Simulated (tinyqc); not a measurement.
# Silicon n-p-n transistor, Gummel numbers and transit times, step by step

Numbers from tinyqc (`OMP_NUM_THREADS=1 python tinyqc.py 2320126 2320127 out.jsonl`; about 0.01 s on one thread of a shared Intel Xeon 2.30GHz). Printed values are rounded.

One-dimensional n-p-n transistor in the forward active mode at low injection. In the base p(x) = NB exp(-eta x/wb) and ni(x)^2 = ni^2 exp((g0 + g1 x/wb)/Vt); electrons leave the base at vsat; band spikes at the emitter junction and recombination inside the emitter are ignored.

Parameters, values chosen for the exercise; band and dielectric values close to those of silicon: temperature T = 250 K; band gap Eg = 1.13 eV; relative permittivity eps_r = 11.5; conduction-band density of states at T Nc = 2.11e19 cm^-3; valence-band density of states at T Nv = 2.01e19 cm^-3; saturation velocity vsat = 9.97e6 cm/s; neutral base width wb = 120 nm; base doping at the emitter edge NB = 1.4e17 cm^-3; doping falls as exp(-eta x/wb) eta = 0; gap reduction at the emitter edge of the base g0 = 0 eV; further gap reduction across the base (linear) g1 = 0 eV; electron diffusion coefficient in the base Dn = 6.5 cm^2/s; emitter doping NE = 2.2e20 cm^-3; gap reduction in the emitter (negative: wider gap) gE = 0.068 eV; neutral emitter width we = 72 nm; hole diffusion coefficient in the emitter Dp = 2.9 cm^2/s; recombination velocity at the emitter contact Se = 5e6 cm/s; electron lifetime in the base tb = 5e-7 s; collector doping NC = 1.1e16 cm^-3; collector-base reverse bias VCB = 0.1 V.

Constants: q = 1.602176634e-19 C, kB = 1.380649e-23 J/K, Vt = kB T/q, eps0 = 8.8541878128e-14 F/cm where lengths are in cm. Results are converted to the units shown.

Range of the model: Heavy doping makes emitter or base degenerate; gE and g0 are to be read as apparent gap changes that include this.

## Base Gummel number and transit time

f(x) = p(x) ni^2/ni(x)^2; I(x) = integral from x to wb of f/Dn, plus f(wb)/vsat; base Gummel number GB = I(0); electron density per unit flux n/(J/q) = I/f; base transit time tauB = integral of I/f over the base. Trapezoid rule on 8 equal steps.

```
point   x (nm)  f (cm^-3)  I (s/cm^4)  I/f (s/cm)
0        0.000     1.4e17  2.72504e11  1.94645e-6
1       15.000     1.4e17  2.40196e11  1.71569e-6
2       30.000     1.4e17  2.07888e11  1.48492e-6
3       45.000     1.4e17  1.75581e11  1.25415e-6
4       60.000     1.4e17  1.43273e11  1.02338e-6
5       75.000     1.4e17  1.10965e11  7.92609e-7
6       90.000     1.4e17  7.86575e10  5.61839e-7
7      105.000     1.4e17  4.63498e10  3.31070e-7
8      120.000     1.4e17  1.40421e10  1.00301e-7
```

GB = 2.72504e11 s/cm^4
tauB = 12.2805 ps

With 4000 steps GB = 2.725e11 s/cm^4 and tauB = 12.28 ps. A uniform base would give wb^2/(2 Dn) + wb/vsat = 12.3 ps.

## Gain, Early voltage and collector delay

ni = sqrt(Nc Nv) exp(-Eg/(2 Vt)), Eg in volts; GE = NE exp(-gE/Vt)(we/Dp + 1/Se); JC = J0 exp(VBE/Vt), J0 = q ni^2/GB; gain limited by back injection GE/GB, by base recombination tb/tauB, together 1/beta = the sum of the inverses; collector layer one-sided, Wc = sqrt(2 eps0 eps_r (Vbc + VCB)/(q NC)), Vbc = Vt ln(p(wb) NC/ni^2), Cjc = eps0 eps_r/Wc; Early voltage VA = GB q p(wb)/(f(wb) Cjc [1/Dn - (eta + g1/Vt)/(wb vsat)]), f(wb) = p(wb) exp(-(g0 + g1)/Vt), p(wb) = NB exp(-eta); tauC = Wc/(2 vsat).

ni = 8.39152e7 cm^-3
GE = 2.51295e13 s/cm^4
J0 = 4.14018e-15 A/cm^2
GE/GB = 92.2173
tb/tauB = 40714.8
beta = 92.0089
Wc = 333.086 nm
Cjc = 0.305697 fF/um^2
VA = 9.28337 V
tauC = 1.67044 ps

The gain is limited more by back injection into the emitter. beta VA = 854 V.
